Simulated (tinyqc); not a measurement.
From results back to parameters: two-band massive Dirac model of the K valleys. Three cases, with inputs chosen for the exercise.

Problem. In the valley model H = [[D/2, a t (kx - i ky)], [a t (kx + i ky), -D/2 + lam sz]], sz = +/-1, a t is hbar v. The gaps of the two spins, A and B, are G = D - lam and D + lam, the band-edge mass of A is c (D - lam)/(a t)^2, c = hbar^2/2m0, and its Berry curvature at the edge is 2 (a t)^2/G^2 in size. The values below come from hidden D, lam and t.

Constants: hbar^2/2m0 = 3.80998211 eV angstrom^2.

Case 1.

Values chosen (out of a larger set: near those used for monolayer WS2; not measured data): a = 3.196 angstrom (lattice constant).

gaps (eV): A 1.6770, B 2.1030

mass of A = 0.285574 m0

Case 2.

Values chosen (out of a larger set: near those used for monolayer WS2; not measured data): a = 3.199 angstrom (lattice constant).

gaps (eV): A 1.5810, B 2.0190

mass of A = 0.291910 m0

Case 3.

Values chosen (out of a larger set: near those used for monolayer WS2; not measured data): a = 3.194 angstrom (lattice constant).

gaps (eV): A 1.5340, B 2.0260

mass of A = 0.268765 m0

Find: D, lam, t; |Omega| at the A edge.

Solution. The mean of the gaps is D and half their difference lam; a t = sqrt(c G_A/m). The curvature 2 (a t)^2/G^2 equals 2c/(m G).

Case 1.

D, lam, t (eV): 1.890  0.213  1.480

|Omega| at the A edge = 15.911 angstrom^2

Case 2.

D, lam, t (eV): 1.800  0.219  1.420

|Omega| at the A edge = 16.511 angstrom^2

Case 3.

D, lam, t (eV): 1.780  0.246  1.460

|Omega| at the A edge = 18.482 angstrom^2

Computed by tinyqc, one run a case: `OMP_NUM_THREADS=1 python tinyqc.py N N+1 out.jsonl` with N = 1451405, 1451455, 1451510; one thread of a shared Intel(R) Xeon(R) Processor @ 2.30GHz, about 0.01 s a run at most.
